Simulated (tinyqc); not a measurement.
Interdiffusion of a quantum well during annealing: blurred potential and shift of the confined levels: one step, computed by the program tinyqc. Command: `OMP_NUM_THREADS=1 python tinyqc.py 3001132 3001133 out.jsonl qwi walk`. One thread of a shared host (Intel(R) Xeon(R) Processor @ 2.30GHz), about 0.06 s of CPU time with the checks.

A square well of width w is blurred by Fick diffusion with a constant coefficient; band offsets are linear in composition, masses are uniform, and strain and excitons are ignored.

Task: Diffusion length. D = D0 exp(-E/(k_B T)); L = sqrt(D t); share of well material at the centre erf(w/(4L)); 1 nm = 1e-7 cm. Temperatures in kelvin are T(C) + 273.15.

Inputs (values chosen for the exercise, modelled on InGaAs in InP):
```
quantity              value    unit
well width w            9.3      nm
prefactor D0            7.8  cm^2/s
activation energy E    3.26      eV
anneal temperature T    660       C
anneal time t           330       s
```

Constants: k_B = 8.617333262e-05 eV/K.

Give: diffusivity D; diffusion length L; ratio L/w; share at the centre.

Result:

diffusivity D = 1.929e-17 cm^2/s

diffusion length L = 0.7979 nm

ratio L/w = 0.08580

share at the centre = 1.0000
